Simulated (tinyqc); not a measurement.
Electroplating on a thin resistive seed layer: kinetics, Wagner number and the terminal effect across a wafer: one step, computed by the program tinyqc. Command: `OMP_NUM_THREADS=1 python tinyqc.py 3121282 3121283 out.jsonl terminal walk`. One thread of a shared host (Intel(R) Xeon(R) Processor @ 2.30GHz), about 0.03 s of CPU time with the checks.

Current enters the seed at the rim. The bath is treated as a local resistance per area (no lateral flow in the liquid), two electrons per ion, molar volume 7.11 cm^3/mol, Faraday constant F = e N_A, kinematic viscosity 0.01 cm^2/s, omega = 2 pi x rpm/60; k_B T/e is in volts.

Question. Linear estimate of the terminal effect. Linearised: with R_t = kinetic + bath resistance the current density obeys (1/r)(r i')' = i R_s/R_t, so i = A I_0(r/l), l = sqrt(R_t/R_s); with x = R/l, edge/centre = I_0(x) and edge/mean = x I_0(x)/(2 I_1(x)). Voltage drop in the seed for a uniform current: i R_s R^2/4.

Inputs (values chosen for the exercise, of the order of those for copper plating on a thin cobalt or ruthenium seed): wafer radius R = 15 cm; mean current density = 8.4 mA/cm^2; temperature T = 298 K.

kinetic resistance = 9.553442 ohm cm^2

bath resistance R_b = 30 ohm cm^2

sheet resistance R_s = 5.789474 ohm/square

Give: length l; x = R/l; edge over centre, linear; edge over mean, linear; drop for uniform current.

Answer.

length l = 2.6138 cm

x = R/l = 5.7388

edge over centre, linear = 53.005

edge over mean, linear = 3.1598

drop for uniform current = 2735.5 mV
